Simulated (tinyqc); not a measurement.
# Short-channel transistor, virtual-source model with series resistance: effect of the drain-induced barrier lowering on the on and off currents

The current per gate width is the charge at the top of the source barrier (the virtual source) times its velocity times a saturation function; al and be are fitting constants of the model. Units: I in uA/um, Rs in ohm um, so I Rs = 1e-6 I Rs in volts; Q in uC/cm^2, so I = 1e-4 Q vx0 Fsat with vx0 in cm/s.

Intrinsic voltages Vg' = Vgs - I Rs, Vd' = Vds - 2 I Rs. n = n0 + nd Vd', VT = VT0 - dl Vd', Ff = 1/(1 + exp((Vg' - VT + al Vt/2)/(al Vt))), Q = Cinv n Vt ln(1 + exp((Vg' - VT + al Vt Ff)/(n Vt))), Vdsat = (vx0 L/mu)(1 - Ff) + Vt Ff, Fsat = u/(1 + u^be)^(1/be) with u = Vd'/Vdsat, and I = Q vx0 Fsat per width. I is solved self-consistently. Ion is I at Vgs = Vds = 0.9 V, Ioff at Vgs = 0, Vds = 0.9 V, and Rlin = Vds/I at Vgs = 0.9 V, Vds = 0.05 V.

Values chosen for this exercise: temperature T = 350 K; inversion capacitance Cinv = 2.48 uF/cm^2; velocity at the virtual source vx0 = 3.21e7 cm/s; apparent mobility mu = 97 cm^2/(V s); channel length L = 65 nm; threshold at zero drain voltage VT0 = 0.423 V; subthreshold factor n0 = 1.54; growth of n with drain voltage nd = 0.05 1/V; threshold shift (in units of Vt) from weak to strong inversion al = 3.5; sharpness of saturation be = 1.6; series resistance of each contact Rs = 90 ohm um.

Constants: q = 1.602176634e-19 C, kB = 1.380649e-23 J/K, Vt = kB T/q. Results are converted to the units shown.

Effect of the drain-induced barrier lowering on the on and off currents:
```
dl (V/V)  Ion (uA/um)  Ioff (nA/um)  log10(Ion/Ioff)  Rlin (ohm um)
0               963.9         458.2            3.323          749.4
0.04             1011         940.6            3.031          747.7
0.08             1056          1902            2.744          746.0
0.12             1100          3766            2.465          744.2
0.16             1142          7232            2.198          742.5
0.2              1183       1.333e4            1.948          740.8
0.24             1222       2.332e4            1.720          739.2
0.28             1260       3.834e4            1.517          737.5
```

As dl goes from 0 to 0.28 V/V, Ion rises from 964 to 1260 uA/um, Ioff rises from 458 to 38300 nA/um and Rlin falls from 749 to 737 ohm um. Ion changes by a factor of 1.31 and Ioff by 83.7. The off current depends on it through an exponential, the on current about linearly. For dl = 0.08 to 0.28 V/V the off current passes 1 uA/um, so the device is hardly off at Vgs = 0.

Computed by the program tinyqc: `OMP_NUM_THREADS=1 python tinyqc.py 2380097 2380098 out.jsonl`, one thread of a shared Intel Xeon 2.30GHz, about 0.01 s for the whole run.
